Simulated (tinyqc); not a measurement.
Inside a calculation: band offset of a heterojunction with an interface dipole (two-band chains, self-consistent charge). Values are carried at full precision from step to step, so a last printed digit may differ when a step is redone from the rounded ones.

Sites alternate A, C. Left: A at -G1/2, C at +G1/2, hopping -t1; right: A at D - G2/2, C at D + G2/2, hopping -t2; the bonds across the two interfaces of a ring (C left to A right, C right to A left) have -sqrt(t1 t2). D is the offset of the mid-gaps, so Ev(right) - Ev(left) = D - (G2 - G1)/2 and Ec(right) - Ec(left) = D + (G2 - G1)/2. The closing bond has its sign reversed (antiperiodic ring). Half the levels are filled with two electrons each. The charge moved is q = (electrons on the left) less one a site; the mean over the two interfaces, q/2, is taken as the charge that crosses each, and its dipole opposes the offset: D = D0 - u q/2.

Values chosen for the exercise (gaps near those of Si and HfO2; the chains and D0 are free models, so the offsets are not those of the real pair; the results hold for these values, not for the real material): G1 = 1.16 eV (gap on the left); G2 = 5.51 eV (gap on the right); t1 = 1.99 eV (hopping on the left); t2 = 2.29 eV (hopping on the right); D0 = -1.31 eV (mid-gap of the right side above that of the left, without dipole); n = 2 (cells a side in the small ring); u = 2.1 eV (potential step per electron moved across); mx = 0.5 (mixing).

## The small ring at D = D0

Fill in H.

H (eV), lower triangle:
```
         AL1      CL1      AL2      CL2      AR1      CR1      AR2     CR2
AL1  -0.5800
CL1  -1.9900   0.5800
AL2        0  -1.9900  -0.5800
CL2        0        0  -1.9900   0.5800
AR1        0        0        0  -2.1347  -4.0650
CR1        0        0        0        0  -2.2900   1.4450
AR2        0        0        0        0        0  -2.2900  -4.0650
CR2   2.1347        0        0        0        0        0  -2.2900  1.4450
```

## Levels and site charges

Diagonalise, fill the lower half with two electrons each, and sum the electrons on the left (L) less one a site.

levels (eV): -6.1967  -5.0976  -3.1508  -1.7561  1.3111  2.1312  3.5368  3.9822

electrons on the sites: AL1 1.3298, CL1 0.6369, AL2 1.2894, CL2 0.5578, AR1 1.6892, CR1 0.3464, AR2 1.6929, CR2 0.4576

q = -0.1862 electrons

Electrons move to the right, the side whose mid-gap lies lower.

## Self-consistent offset

From here on the ring has 24 cells a side.

Start at D = D0; D(out) = D0 - u q(D)/2; D(new) = D + mx (D(out) - D); stop when |D(out) - D| < 1e-7 eV.

Iterations:

| i | D (eV) | q | D(out) (eV) | D(out) - D |
|---|---|---|---|---|
| 0 | -1.31000 | -0.20145 | -1.09848 | 0.212 |
| 1 | -1.20424 | -0.18309 | -1.11776 | 0.0865 |
| 2 | -1.16100 | -0.17574 | -1.12547 | 0.0355 |
| 3 | -1.14324 | -0.17275 | -1.12861 | 0.0146 |
| 4 | -1.13592 | -0.17152 | -1.12990 | 0.00602 |
| 5 | -1.13291 | -0.17102 | -1.13043 | 0.00248 |
| 6 | -1.13167 | -0.17081 | -1.13065 | 0.00102 |
| 7 | -1.13116 | -0.17072 | -1.13074 | 0.000421 |
| 8 | -1.13095 | -0.17069 | -1.13078 | 0.000174 |
| ... | ... | ... | ... | ... |
| 13 | -1.13081 | -0.17066 | -1.13080 | 2.06e-06 |
| 14 | -1.13081 | -0.17066 | -1.13080 | 8.50e-07 |
| 15 | -1.13080 | -0.17066 | -1.13080 | 3.50e-07 |
| 16 | -1.13080 | -0.17066 | -1.13080 | 1.44e-07 |
| 17 | -1.13080 | -0.17066 | -1.13080 | 5.94e-08 |

D = -1.1308 eV

Converged at i = 17: the dipole removes 14 % of the starting offset.

## Linear response

chi = (q(+h) - q(-h))/(2h) at D = 0 with h = 0.01 eV; S = 1/(1 + u chi/2); linear estimate D = S D0.

chi = 0.14282 1/eV
S = 0.8696
linear estimate of D = -1.1392 eV

The self-consistent value is -1.1308 eV, +8.4 meV from the estimate. At D = 0 no net charge crosses: the mid-gaps are the neutrality levels of these symmetric chains.

## The line-up

Ev(right) - Ev(left) = D - (G2 - G1)/2 and Ec(right) - Ec(left) = D + (G2 - G1)/2, for D0, for the self-consistent D and for D = 0. Type I: the offsets have opposite signs; type III: one valence edge lies above the other conduction edge; else type II.

Offsets (eV):

| case | D | valence | conduction | type |
|---|---|---|---|---|
| no dipole | -1.310 | -3.485 | 0.865 | type I (straddling) |
| self-consistent | -1.131 | -3.306 | 1.044 | type I (straddling) |
| neutrality levels aligned | 0.000 | -2.175 | 2.175 | type I (straddling) |

The dipole shifts both offsets alike and leaves the type.

## Checks

- q at D = 0 against zero, as particle-hole symmetry demands: both 0.000000.
- q at the self-consistent D on 24 against 48 cells a side: both -0.1707.

Program tinyqc; command `OMP_NUM_THREADS=1 python tinyqc.py 1480564 1480565 out.jsonl`; about 0.4 s on one thread of a shared Intel(R) Xeon(R) Processor @ 2.30GHz.
